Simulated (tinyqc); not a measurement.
What each parameter does: square lattice in a magnetic field (Harper-Hofstadter model).

Landau gauge, lattice period 1: the magnetic cell has q sites j = 0 to q - 1 along x. H_jj = -2 ty cos(ky + 2 pi p j/q), H_(j,j+1) = -tx, and the bond from q - 1 back to 0 is H_(q-1,0) = -tx exp(i q kx). The levels depend on k only through cos(q kx) and cos(q ky), so the band edges lie at (0, 0) and (pi/q, pi/q).

Parameters, chosen for this exercise: p = 3 (flux per plaquette p/q, in units of h/e); q = 4; tx = 1.8 meV (hopping along x); ty = 0.6 meV (hopping along y).

Bottom and width of band 1, the first gap and the total width of all bands.

One parameter was then changed.

Results before and after:
```
case,bottom (meV),width (meV),first gap (meV),total width (meV)
base,-3.7947,0.5924,1.1663,5.2569
changed,-3.7117,0.6168,0.0804,4.9255
```

Which of these changes was made? (a) q = 5; (b) ty = 0.45 meV; (c) tx = 2.16 meV; (d) p = 1.
Answer: (a) q = 5. Of the candidates, run in turn, only this one gives the changed row.

All candidates:
```
case,bottom (meV),width (meV),first gap (meV),total width (meV)
base,-3.7947,0.5924,1.1663,5.2569
tx = 2.16 meV,-4.4836,0.7799,1.1767,6.6138
ty = 0.45 meV,-3.7108,0.6816,0.8858,5.6499
p = 1,-3.7947,0.5924,1.1663,5.2569
q = 5,-3.7117,0.6168,0.0804,4.9255
```

Flux p/q and 1 - p/q have the same spectrum: reversing the field leaves it alone, and one whole quantum is a gauge change.

(tinyqc, `OMP_NUM_THREADS=1 python tinyqc.py 1251159 1251160 out.jsonl`, Intel(R) Xeon(R) Processor @ 2.30GHz, 1 thread, shared host, about 0.02 s.)
